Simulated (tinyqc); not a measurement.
Empirical pseudopotential in a few plane waves, step by step. One step of it, computed by the program tinyqc.

Problem. Levels at k. Diagonalise the Hermitian matrix.

H(k) at k (eV):
```
                     +0+0+0               -1-1-1               -1-1+1               -1+1-1
+0+0+0             0.629509   2.097308+0.808137i  -2.097308+0.808137i  -2.097308+0.808137i
-1-1-1   2.097308-0.808137i            10.774634   0.000000-0.816342i   0.000000-0.816342i
-1-1+1  -2.097308-0.808137i   0.000000+0.816342i            15.007851             0.244902
-1+1-1  -2.097308-0.808137i   0.000000+0.816342i             0.244902             6.687389
-1+1+1  -2.097308+0.808137i            -0.244902   0.000000+0.816342i   0.000000+0.816342i
+1-1-1  -2.097308-0.808137i   0.000000+0.816342i             0.244902             0.244902
+1-1+1  -2.097308+0.808137i            -0.244902   0.000000+0.816342i             0.000000
+1+1-1  -2.097308+0.808137i            -0.244902             0.000000   0.000000+0.816342i
+1+1+1   2.097308+0.808137i             0.000000            -0.244902            -0.244902
-2+0+0   0.000000-0.816342i  -2.097308+0.808137i  -2.097308-0.808137i  -2.097308-0.808137i
+0-2+0   0.000000-0.816342i  -2.097308+0.808137i  -2.097308-0.808137i   0.481034-0.144310i
+0+0-2   0.000000-0.816342i  -2.097308+0.808137i   0.481034-0.144310i  -2.097308-0.808137i
+0+0+2   0.000000+0.816342i  -0.481034-0.144310i   2.097308+0.808137i  -0.481034+0.144310i
+0+2+0   0.000000+0.816342i  -0.481034-0.144310i  -0.481034+0.144310i   2.097308+0.808137i
+2+0+0   0.000000+0.816342i  -0.481034-0.144310i  -0.481034+0.144310i  -0.481034+0.144310i

                     -1+1+1               +1-1-1               +1-1+1               +1+1-1
+0+0+0  -2.097308-0.808137i  -2.097308+0.808137i  -2.097308-0.808137i  -2.097308-0.808137i
-1-1-1            -0.244902   0.000000-0.816342i            -0.244902            -0.244902
-1-1+1   0.000000-0.816342i             0.244902   0.000000-0.816342i             0.000000
-1+1-1   0.000000-0.816342i             0.244902             0.000000   0.000000-0.816342i
-1+1+1            10.920607             0.000000             0.244902             0.244902
+1-1-1             0.000000            12.234364   0.000000-0.816342i   0.000000-0.816342i
+1-1+1             0.244902   0.000000+0.816342i            16.467581             0.244902
+1+1-1             0.244902   0.000000+0.816342i             0.244902             8.147119
+1+1+1   0.000000+0.816342i            -0.244902   0.000000+0.816342i   0.000000+0.816342i
-2+0+0   2.097308-0.808137i   0.481034-0.144310i  -0.481034-0.144310i  -0.481034-0.144310i
+0-2+0  -0.481034-0.144310i  -2.097308-0.808137i   2.097308-0.808137i  -0.481034-0.144310i
+0+0-2  -0.481034-0.144310i  -2.097308-0.808137i  -0.481034-0.144310i   2.097308-0.808137i
+0+0+2  -2.097308+0.808137i  -0.481034+0.144310i  -2.097308+0.808137i   0.481034+0.144310i
+0+2+0  -2.097308+0.808137i  -0.481034+0.144310i   0.481034+0.144310i  -2.097308+0.808137i
+2+0+0   0.481034+0.144310i   2.097308+0.808137i  -2.097308+0.808137i  -2.097308+0.808137i

                     +1+1+1               -2+0+0               +0-2+0               +0+0-2
+0+0+0   2.097308-0.808137i   0.000000+0.816342i   0.000000+0.816342i   0.000000+0.816342i
-1-1-1             0.000000  -2.097308-0.808137i  -2.097308-0.808137i  -2.097308-0.808137i
-1-1+1            -0.244902  -2.097308+0.808137i  -2.097308+0.808137i   0.481034+0.144310i
-1+1-1            -0.244902  -2.097308+0.808137i   0.481034+0.144310i  -2.097308+0.808137i
-1+1+1   0.000000-0.816342i   2.097308+0.808137i  -0.481034+0.144310i  -0.481034+0.144310i
+1-1-1            -0.244902   0.481034+0.144310i  -2.097308+0.808137i  -2.097308+0.808137i
+1-1+1   0.000000-0.816342i  -0.481034+0.144310i   2.097308+0.808137i  -0.481034+0.144310i
+1+1-1   0.000000-0.816342i  -0.481034+0.144310i  -0.481034+0.144310i   2.097308+0.808137i
+1+1+1            12.380337  -0.481034-0.144310i  -0.481034-0.144310i  -0.481034-0.144310i
-2+0+0  -0.481034+0.144310i            13.767081             0.244902             0.244902
+0-2+0  -0.481034+0.144310i             0.244902            19.314055             0.244902
+0+0-2  -0.481034+0.144310i             0.244902             0.244902            10.993593
+0+0+2  -2.097308-0.808137i            -0.244902            -0.244902             0.000000
+0+2+0  -2.097308-0.808137i            -0.244902             0.000000            -0.244902
+2+0+0  -2.097308-0.808137i             0.000000            -0.244902            -0.244902

                     +0+0+2               +0+2+0               +2+0+0
+0+0+0   0.000000-0.816342i   0.000000-0.816342i   0.000000-0.816342i
-1-1-1  -0.481034+0.144310i  -0.481034+0.144310i  -0.481034+0.144310i
-1-1+1   2.097308-0.808137i  -0.481034-0.144310i  -0.481034-0.144310i
-1+1-1  -0.481034-0.144310i   2.097308-0.808137i  -0.481034-0.144310i
-1+1+1  -2.097308-0.808137i  -2.097308-0.808137i   0.481034-0.144310i
+1-1-1  -0.481034-0.144310i  -0.481034-0.144310i   2.097308-0.808137i
+1-1+1  -2.097308-0.808137i   0.481034-0.144310i  -2.097308-0.808137i
+1+1-1   0.481034-0.144310i  -2.097308-0.808137i  -2.097308-0.808137i
+1+1+1  -2.097308+0.808137i  -2.097308+0.808137i  -2.097308+0.808137i
-2+0+0            -0.244902            -0.244902             0.000000
+0-2+0            -0.244902             0.000000            -0.244902
+0+0-2             0.000000            -0.244902            -0.244902
+0+0+2            19.460028             0.244902             0.244902
+0+2+0             0.244902            11.139566             0.244902
+2+0+0             0.244902             0.244902            16.686541
```

Give: eigenvalues.

Solution.

eigenvalues (eV): -3.7517  4.5580  6.0948  6.4771  9.7696  11.3764  11.6519  12.2492  13.5942  14.5118  16.4586  17.6865  19.6863  20.9071  23.3404
